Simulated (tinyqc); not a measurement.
Six-transistor SRAM cell, nodal equations and margins: one step of the calculation.

Two cross-coupled inverters (pull-down bn, pull-up bp) hold the nodes Q and QB; access transistors (ba, threshold VTn, gate on the word line at Vdd when selected) join them to the bit lines. Transistor (EKV form, voltages against the body): I = 2 n b Vt^2 [F(vp - Vs) - F(vp - Vd)] from drain to source, F(v) = ln^2(1 + exp(v/(2 Vt))), vp = (Vg - VT + sg |Vd - Vs|)/n. n-channel bodies are at 0; for the p-channel device all voltages are counted down from Vdd. b in uA/V^2 gives I in uA. For an access transistor the bit line is the drain and the node the source. In a read both bit lines are at Vdd. The cell is symmetric (no mismatch).

Problem. Node voltages in a read by Newton steps. F1 = In(gate QB, drain Q) - Ip(gate QB, drain Q) - Ia(bit line, Q), F2 the same with Q and QB exchanged; J by central differences with +/- 1e-6 V; solve J d = -F, limit each component to +/- 0.15 V and add.

Parameters, values chosen for the exercise: temperature T = 273 K; supply voltage Vdd = 0.9 V; slope factor n = 1.27; drain-induced barrier lowering sg = 0.112; n-channel threshold VTn = 0.36 V; p-channel threshold (magnitude) VTp = 0.33 V; gain factor of the pull-down transistor bn = 280 uA/V^2; gain factor of the access transistor ba = 230 uA/V^2; gain factor of the pull-up transistor bp = 87 uA/V^2.

Constants: q = 1.602176634e-19 C, kB = 1.380649e-23 J/K, Vt = kB T/q. Results are converted to the units shown.

(Q, QB) after iteration 1 (V): Q 0.11934277, QB 0.89999335

Wanted: F1, F2; J; (Q, QB) after iteration 2.

Solution.

F1, F2 (uA): -4.5542  0.0031

J (uS):
```
         Q     QB
F1  235.20  33.50
F2    0.11  39.20
```

(Q, QB) after iteration 2 (V): Q 0.13872, QB 0.89986

tinyqc, about 0.2 s, one thread, Intel Xeon 2.30GHz (shared host): `OMP_NUM_THREADS=1 python tinyqc.py 2340145 2340146 out.jsonl`
